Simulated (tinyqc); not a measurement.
Equilibrium crystal shape, supported particles, Gibbs-Thomson effect and coarsening: one step, computed by the program tinyqc. Command: `OMP_NUM_THREADS=1 python tinyqc.py 3027968 3027969 out.jsonl wulff walk`. One thread of a shared host (Intel(R) Xeon(R) Processor @ 2.30GHz), about 0.03 s of CPU time with the checks.

A cubic crystal bounded by {100}, {110} and {111} facets only.

Question. The particle on a substrate. Winterbottom: the particle sits on its largest facet family, {111}, with energy gamma_f; the substrate plane cuts the shape at the distance lambda (gamma_f - W_a) below the centre. Height over that of the free particle at the same lambda = (2 gamma_f - W_a)/(2 gamma_f). An isotropic particle with gamma_mean has cos(theta) = W_a/gamma_mean - 1 (Young-Dupre); a film dewets into particles whenever W_a < 2 gamma.

Inputs (values chosen for the exercise, modelled on aluminium): work of adhesion W_a = 1.4 J/m^2.

gamma (J/m^2): (100) 1.090, (110) 1.180, (111) 0.962

gamma_mean = 0.9932548 J/m^2

Give: relative height; contact angle theta.

Answer.

relative height = 0.2723

contact angle theta = 65.83 degrees

W_a exceeds gamma_f: the cut passes above the centre and less than half of the shape shows.
